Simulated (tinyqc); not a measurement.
Worked calculation: coherent transport through a tight-binding region between two chains. Computed by tinyqc, a small Python program that keeps every step. Settings: temperature = 77, mu = 0.47. Command: `OMP_NUM_THREADS=1 python tinyqc.py 26259 26260 out.jsonl` (the two numbers bound the seeds that draw the settings). One thread of a shared host (Intel(R) Xeon(R) Processor @ 2.60GHz), about 0.08 s of CPU time with the checks.

## Transmission at E = 0.98 eV

H of the central region (eV):
```
           1          2          3
1  -0.450000  -1.960000   0.000000
2  -1.960000   0.220000  -1.560000
3   0.000000  -1.560000  -0.390000
```

Leads: semi-infinite chains with site energy 0:
```
parameter                           value
lead hopping t (eV)              1.740000
coupling to the left lead (eV)   0.770000
coupling to the right lead (eV)  1.370000
left contact site                       1
right contact site                      3
```

E = 0.980000 eV

Surface Green function g = (E - i sqrt(4 t^2 - E^2)) / (2 t^2); self-energy tc^2 g on each contact site; G = (E - H - Sigma)^(-1); Gamma = -2 Im Sigma; T = Gamma_L Gamma_R |G_LR|^2; local density of states -Im G_ii / pi.

g = 0.161844-0.551454i 1/eV

G (1/eV):
```
                     1                    2                    3
1   0.144392-0.197255i   0.379021+0.110172i  -0.366067+0.194160i
2   0.379021+0.110172i  -0.239596-0.138213i   0.281546-0.071086i
3  -0.366067+0.194160i   0.281546-0.071086i   0.322767-0.209312i
```

local density of states (1/eV): 0.062788  0.043995  0.066626

transmission = 0.232422

## Transmission across the band

The same steps on a grid of energies.

T(E):
```
E (eV)              T
-3.30600000  0.084884
-2.97540000  0.658787
-2.64480000  0.592509
-2.31420000  0.444586
-1.98360000  0.410041
-1.65300000  0.433458
-1.32240000  0.490852
-0.99180000  0.553310
-0.66120000  0.571703
-0.33060000  0.516781
0.00000000   0.421482
0.33060000   0.332848
0.66120000   0.269445
0.99180000   0.231468
1.32240000   0.216455
1.65300000   0.227520
1.98360000   0.285120
2.31420000   0.473897
2.64480000   0.723357
2.97540000   0.140136
3.30600000   0.013412
```

levels of the isolated region (eV): -2.629403  -0.413183  2.422586

## Current

I = (2e/h) int T(E) [f(E - mu - V/2) - f(E - mu + V/2)] dE at 77 K with mu = 0.47 eV, the bias not changing H; 2e^2/h = 77.48092 microsiemens; the integral runs over the band on 4001 points.

Current:
```
V (volt)  I (microampere)
0.010000         0.234649
0.050000         1.173340
0.100000         2.347282
0.200000         4.699370
0.400000         9.436986
0.800000        19.172765
```
